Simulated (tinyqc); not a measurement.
# Threshold-voltage variability of a planar MOSFET, analytic estimates: effects of single changes

Three independent sources add in quadrature: random dopants in the depleted layer, metal-gate grains of two orientations, and roughness of the two gate edges acting through the roll-off VT = VT(long) - Vr exp(-L/l). These are first-order estimates: no three-dimensional electrostatics, no percolation.

Inputs (values chosen for the exercise); material values close to those of silicon: temperature T = 273 K; band gap Eg = 1.13 eV; relative permittivity of the semiconductor eps_r = 11.8; conduction-band density of states at T Nc = 2.44e19 cm^-3; valence-band density of states at T Nv = 2.29e19 cm^-3; channel doping Na = 2.3e18 cm^-3; oxide-equivalent thickness in inversion ti = 2 nm; gate length L = 90 nm; gate width W = 260 nm; metal grain size G = 7 nm; work-function difference of the two grain orientations dW = 0.2 eV; share of the orientation of higher work function p = 0.5; rms roughness of one gate edge De = 1.7 nm; correlation length of the roughness La = 20 nm; decay length of the threshold roll-off l = 17 nm; prefactor of the roll-off Vr = 1.5 V.

Constants: q = 1.602176634e-19 C, kB = 1.380649e-23 J/K, Vt = kB T/q, eps0 = 8.8541878128e-14 F/cm where lengths are in cm. Results are converted to the units shown.

Each table varies one quantity; the others keep the values above.

## Effect of the gate length

ni = sqrt(Nc Nv) exp(-Eg/(2 Vt)), Eg in volts; Cox = 3.9 eps0/ti; Wd = sqrt(4 eps0 eps_r Vt ln(Na/ni)/(q Na)); dopants: s1 = (q/Cox) sqrt(Na Wd/(3 L W)). Grains: Ng = L W/G^2 (at least 1), s2 = dW sqrt(p (1 - p)/Ng). Edges, with exponential correlation and u = W/La: the mean gate length has sL^2 = 2 De^2 (2/u)[1 - (1 - exp(-u))/u]; s3 = sL (Vr/l) exp(-L/l). s = sqrt(s1^2 + s2^2 + s3^2). l and Vr are held fixed.

Results:
```
L (nm)	s1 (mV)	s2 (mV)	s3 (mV)	s (mV)	s sqrt(L W) (mV um)
54	10.64	5.908	3.336	12.61	1.495
65	9.694	5.385	1.747	11.23	1.459
78	8.849	4.915	0.8131	10.16	1.446
94	8.061	4.478	0.3172	9.226	1.442
110	7.451	4.139	0.1238	8.525	1.442
160	6.178	3.432	0.006536	7.068	1.442
200	5.526	3.070	6.215e-4	6.322	1.442
```

Estimate the missing row, L = 140 nm.

Computed row:
```
L (nm)	s1 (mV)	s2 (mV)	s3 (mV)	s (mV)	s sqrt(L W) (mV um)
140	6.605	3.669	0.02119	7.556	1.442
```

With this row back in the table: As L goes from 54 to 200 nm, s falls from 12.6 to 6.32 mV. The dopants are the largest source in the first and the last row. The product s sqrt(L W) falls from 1.49 to 1.44 mV um: s1 and s2 go as 1/sqrt(L W), so the change comes from s3 alone.

## Effect of the channel doping

Same model as above.

l and Vr are held fixed.

The same in every row: s2 (mV) = 4.576; s3 (mV) = 0.4014.

Effect of the channel doping:
```
Na (cm^-3)	s1 (mV)	s (mV)	s sqrt(L W) (mV um)
1.5e17	4.025	6.108	0.9343
2.6e17	4.652	6.538	1.000
4.7e17	5.434	7.116	1.089
8.2e17	6.289	7.788	1.191
1.5e18	7.366	8.681	1.328
2.6e18	8.506	9.667	1.479
4.5e18	9.817	10.84	1.658
8e18	11.41	12.30	1.881
```

What does the table show?

As Na goes from 1.5e17 to 8e18 cm^-3, s rises from 6.11 to 12.3 mV. The largest source is the grains in the first row and the dopants in the last. s1 goes on average as Na^(0.26), near the 1/4 expected from Na Wd.

## Effect of the correlation length of the roughness

Same model as above.

l and Vr are held fixed.

The same in every row: s1 (mV) = 8.238; s2 (mV) = 4.576.

Result of one run:
```
La (nm)	s3 (mV)	s (mV)	s sqrt(L W) (mV um)
40	0.5436	9.439	1.444
```

What becomes of these results when the correlation length of the roughness La is changed from 40 to 10 nm, all else the same?

Result of the changed run:
```
La (nm)	s3 (mV)	s (mV)	s sqrt(L W) (mV um)
10	0.2897	9.428	1.442
```

The whole series:
```
La (nm)	s3 (mV)	s (mV)	s sqrt(L W) (mV um)
2	0.1316	9.424	1.442
5	0.2069	9.426	1.442
10	0.2897	9.428	1.442
20	0.4014	9.432	1.443
40	0.5436	9.439	1.444
80	0.7012	9.450	1.446
160	0.8404	9.461	1.447
```

As La goes from 2 to 160 nm, s stays near 9.44 mV. The dopants are the largest source in the first and the last row. The edge term s3 rises from 0.132 to 0.840 mV: a longer correlation averages out less along the width.

Computed by the program tinyqc: `OMP_NUM_THREADS=1 python tinyqc.py 2090047 2090048 out.jsonl`, one thread of a shared Intel Xeon 2.30GHz, about 0.01 s for the whole run.
